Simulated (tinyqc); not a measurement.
Gap and radiative efficiency from Jsc and Voc.

Question. Photon flux above E from a black body at temperature T into a hemisphere: Phi(E, T) = A sum_k exp(-k E/th)[E^2 th/k + 2 E th^2/k^2 + 2 th^3/k^3], k = 1, 2, ..., with th = kB T/q in eV and A = 2 pi q^3/(h^3 c^2). A cell with a sharp absorption edge has Jsc = q F Phi(Eg, Ts) and Voc = Vt ln(1 + Jsc/J0), J0 = q ge Phi(Eg, T)/ERE. Find Eg and ERE.

Values chosen for this exercise: cell temperature T = 350 K; emitter temperature Ts = 1200 K; share of the hemisphere filled by the emitter F = 0.79; number of faces that emit ge = 2.

Constants: q = 1.602176634e-19 C, kB = 1.380649e-23 J/K, h = 6.62607015e-34 J s, c = 299792458 m/s, Vt = kB T/q. Results are converted to the units shown.

Jsc = 117.357796 mA/cm^2
Voc = 0.568888933 V

Answer. Phi falls steadily with E, so Jsc fixes Eg; Voc gives J0, and its ratio to the radiative dark current is 1/ERE.

Eg = 0.980 eV
ERE = 0.0100

tinyqc, about 0.01 s, one thread, Intel Xeon 2.30GHz (shared host): `OMP_NUM_THREADS=1 python tinyqc.py 2820006 2820007 out.jsonl`
